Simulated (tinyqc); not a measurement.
Classical nucleation, growth and JMAK kinetics of crystallisation from a melt or glass: one step, computed by the program tinyqc.

A spherical nucleus cap on a flat wall with a sharp interface of isotropic energy gamma; lambda = Omega^(1/3) is the jump distance.

Problem. Fraction transformed and grain size. JMAK with steady nucleation and growth, nuclei spread at random: extended fraction X_e = (pi/3) I u^3 t^4, X = 1 - exp(-X_e); t_X = [-3 ln(1 - X)/(pi I u^3)]^(1/4); final grains per volume = Gamma(5/4) (3/pi)^(1/4) (I/u)^(3/4), Gamma(5/4) = 0.9064024771. Grain size = (grains per volume)^(-1/3).

Inputs (values chosen for the exercise, for a model substance): atomic volume Omega = 14.5 angstrom^3; temperature T = 610 K; time t = 0.15 s.

Nucleation: on a flat wall. Driving force: Thompson-Spaepen.

nucleation rate I = 1.303252e+19 1/(m^3 s)

growth velocity u = 0.003076341 m/s

Give: extended fraction; fraction X at t; half time t_0.5; grains per volume; grain size.

Solution.

extended fraction = 2.012e+08

fraction X at t = 1

half time t_0.5 = 0.001149 s

grains per volume = 1.488e+16 1/m^3

grain size = 4.066 micrometre

t is 130 half times: the change is complete. Caution: homogeneous nucleation, left out here, would be as fast or faster: the wall offers too few sites or too small a cut in the barrier. Caution: homogeneous nucleation, left out here, would be as fast or faster.
